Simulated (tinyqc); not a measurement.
Atomic layer deposition: Langmuir saturation, growth per cycle and coating of deep features: one step, computed by the program tinyqc. Command: `OMP_NUM_THREADS=1 python tinyqc.py 3004395 3004396 out.jsonl ald walk`. One thread of a shared host (Intel(R) Xeon(R) Processor @ 2.30GHz), about 0.01 s of CPU time with the checks.

Precursor A sticks only on free sites, so a long enough pulse saturates; co-reactant B then frees the sites again.

Problem. Flux and saturation time. Wall flux F = p/sqrt(2 pi M k_B T); rate of filling k_a = beta F/q; desorption k_d = 1e13 exp(-E_d/(k_B T)) per second. 1/m^2 = 1e-18/nm^2. Temperatures in kelvin are T(C) + 273.15.

Inputs (values chosen for the exercise, modelled on silicon dioxide from an aminosilane and ozone): precursor mass M = 174 u; site density q = 2.9 1/nm^2; sticking probability beta on free sites = 0.002; precursor pressure p = 0.38 Pa; temperature T = 150 C; desorption energy E_d = 1.44 eV.

Constants: u = 1.6605390666e-27 kg; k_B = 1.380649e-23 J/K; k_B = 8.617333262e-05 eV/K.

Give: flux F; k_a; k_d; time to 99 % without desorption, ln(100)/k_a.

Solution.

flux F = 3690 1/(nm^2 s)

k_a = 2.545 1/s

k_d = 7.070e-05 1/s

time to 99 % without desorption, ln(100)/k_a = 1.810 s
